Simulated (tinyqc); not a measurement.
Off-state leakage of single and stacked transistors: one step of the calculation.

n-channel devices of unit width. Subthreshold current I(Vg, Vs, Vd) = I0 (T/300 K)^0.5 exp[(Vg - Vs - VT(T) - gb (Vs - Vb) + dd (Vd - Vs))/(nf Vt)] (1 - exp(-(Vd - Vs)/Vt)), VT(T) = VT - cT (T - 300 K). Gate-edge tunnelling Ig (Vd/1 V) exp(ag (Vd - 1 V)), for a gate at 0 V, and band-to-band leakage Ab u exp(-Bb/u), u = Vd - Vb + 1 V, flow at a drain held at V; both are taken as independent of T. In a stack of off transistors (all gates at 0 V) the same subthreshold current passes through each.

Question. Leakage of one transistor. Vg = Vs = 0, Vd = V; effective threshold VT(T) - gb Vb - dd V.

Values chosen for this exercise; values of the order met in bulk silicon logic transistors:
- T = 330 K (temperature)
- V = 1.2 V (supply voltage)
- VT = 0.39 V (threshold at 300 K, zero drain and body bias)
- cT = 0.8 mV/K (fall of the threshold with temperature)
- I0 = 0.39 uA/um (current at threshold at 300 K)
- nf = 1.55 (slope factor)
- dd = 0.09 (drain-induced lowering per volt)
- gb = 0.17 (rise of the threshold per volt of source-body bias)
- Ig = 2e-6 uA/um (gate-edge tunnelling current at 1 V)
- ag = 4.1 1/V (exponential slope of the gate current)
- Ab = 7 uA/(um V) (prefactor of band-to-band leakage at the drain)
- Bb = 26 V (its exponential voltage)
- Vb = 0 V (body voltage)

Constants: q = 1.602176634e-19 C, kB = 1.380649e-23 J/K, Vt = kB T/q. Results are converted to the units shown.

Give: effective threshold; parts; total; shares.

Answer.

effective threshold = 0.2580 V
parts (nA/um): subthreshold 1.174, gate edge 0.005449, band-to-band 0.1135
total = 1.293 nA/um
shares (%): subthreshold 90.80, gate edge 0.4214, band-to-band 8.777

The subthreshold part is the largest.

Program tinyqc, `OMP_NUM_THREADS=1 python tinyqc.py 2242083 2242084 out.jsonl`; Intel Xeon 2.30GHz, shared host, one thread, about 0.04 s.
